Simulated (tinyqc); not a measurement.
Metal-interlayer-semiconductor contact, depinning against tunnelling resistance: one step of the calculation.

Zero bias, n-type semiconductor. Gap states at the semiconductor surface thin out as exp(-be ti), which unpins the barrier; electrons must then cross the interlayer (a rectangular barrier, no voltage drop across it) and the parabolic depleted layer, both by WKB. Energies E are counted from the Fermi level; no image force, parabolic bands.

Task. Pinning, barrier and scales. S = 1/(1 + (1/S0 - 1) exp(-be ti)); phiB = S (phiM - chi) + (1 - S)(Eg - E0); xi = Ec - EF deep inside, from Nd = Nc F(-xi/Vt), F(x) = (2/sqrt(pi)) int_0^infinity sqrt(u) du/(1 + exp(u - x)); band bending U = phiB - xi; E00 = (hbar/2) sqrt(Nd/(eps0 eps_r mt m0)) in volts; A = 4 pi q mA m0 kB^2/h^3.

Values chosen for this exercise; semiconductor values close to those of gallium nitride; interlayer mass of the order of that in strontium titanate, offset chosen freely:
```
symbol   value   unit                                              meaning
T          300      K                                          temperature
Eg        3.43     eV                                             band gap
eps_r     9.88                                       relative permittivity
chi       4.06     eV                                    electron affinity
Nc      2.3e18  cm^-3               conduction-band density of states at T
mt       0.197     m0                 tunnelling mass in the semiconductor
mA       0.206     m0                                      Richardson mass
Nd      4.1e19  cm^-3                                        donor density
E0         2.2     eV       charge-neutrality level above the valence band
S0         0.6                           pinning factor without interlayer
phiM       4.4     eV                                  metal work function
ti         0.7     nm                                 interlayer thickness
be           5   1/nm  decay constant of gap states through the interlayer
```

Constants: q = 1.602176634e-19 C, kB = 1.380649e-23 J/K, eps0 = 8.8541878128e-12 F/m, hbar = 1.054571817e-34 J s, h = 6.62607015e-34 J s, m0 = 9.1093837015e-31 kg, Vt = kB T/q. Results are converted to the units shown.

Give: S; phiB; xi; U; E00; A.

Result.

S = 0.9803
phiB = 0.3576 eV
xi = -0.2106 eV
U = 0.5682 eV
E00 = 0.08521 eV
A = 24.76 A/(cm^2 K^2)

Computed by the program tinyqc: `OMP_NUM_THREADS=1 python tinyqc.py 2270109 2270110 out.jsonl`, one thread of a shared Intel Xeon 2.30GHz, about 0.04 s for the whole run.
